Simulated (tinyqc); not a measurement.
Precursor delivery and alloy composition in metal-organic vapour-phase epitaxy: one step, computed by the program tinyqc. Command: `OMP_NUM_THREADS=1 python tinyqc.py 3012714 3012715 out.jsonl movpe walk`. One thread of a shared host (Intel(R) Xeon(R) Processor @ 2.30GHz), about 0.01 s of CPU time with the checks.

Carrier gas leaves each bubbler saturated. Group-III species cross a boundary layer and react at the surface; element 2 can also desorb. The film is (1)_(1-x) (2)_x V with a zinc-blende cell.

Problem. Transport to the surface. Partial pressure p_i = p F_i/(44615 x total flow in slm); density n_i = p_i/(k_B T), 1 torr = 133.322 Pa; D = D0 (T/273.15)^1.75 (760/p), h = D/delta, the same for both; k_s = prefactor x exp(-energy/(k_B T)); arrival J_i = n_i/(1/h + 1/k_s); in layers per second g_i = J_i a^2/2 (two group-III sites per a^2 on (001)). Temperatures in kelvin are T(C) + 273.15.

Inputs (values chosen for the exercise, close to those used for InGaAs from TMGa and TMIn):
```
quantity                                 value      unit
source 1: bath temperature                  -3         C
source 2: bath temperature                  15         C
total flow                                  18       slm
reactor pressure p                          40      torr
diffusivity D0 at 273.15 K and 760 torr   0.31    cm^2/s
boundary layer delta                       1.2        cm
prefactor of the surface rate k_s        1e+13      cm/s
energy of k_s                             1.97        eV
lattice constant a                        5.75  angstrom
growth temperature T                       590         C
```

molar flows (micromol/min): F1 159.5615, F2 24.98595

Constants: k_B = 1.380649e-23 J/K; k_B = 8.617333262e-05 eV/K.

Give: densities; h; k_s; arrival rates.

Solution.

densities (1/cm^3): n1 8.8913e+13, n2 1.3923e+13

h = 36.761 cm/s

k_s = 31.443 cm/s

arrival rates (layers/s): g1 2.4910, g2 0.39007

Transport and kinetics share control.
